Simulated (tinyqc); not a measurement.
How errors in the targets pass to the parameters: fitting sp3s* parameters to three gaps by Newton steps.

J:
```
           Esc     Vxapc     Vpaxc
Gamma  0.71459   0.00000   0.00000
X      0.00000  -0.85786   0.00000
L      0.37310  -0.31185  -0.08253
```

The gaps at Gamma, X and L of an sp3s* model are fitted with Esc, Vxapc and Vpaxc; J holds the derivatives of the gaps by these parameters at the start. The change of each parameter for +10 meV on one target is 10 J^-1, in meV.

Shifts (meV):

| target raised | Esc | Vxapc | Vpaxc |
|---|---|---|---|
| Gamma | 14.0 | 0.0 | 63.3 |
| X | 0.0 | -11.7 | 44.0 |
| L | 0.0 | 0.0 | -121.2 |

root sum of squares (meV): Esc 14.0, Vxapc 11.7, Vpaxc 143.6

Independent errors of 10 meV leave Vpaxc least certain (144 meV) and Vxapc best fixed (11.7 meV). The largest single entry, 121 meV, comes from the target at L.

tinyqc: `OMP_NUM_THREADS=1 python tinyqc.py 1480679 1480680 out.jsonl`; about 0.2 s, one thread, shared Intel(R) Xeon(R) Processor @ 2.30GHz.
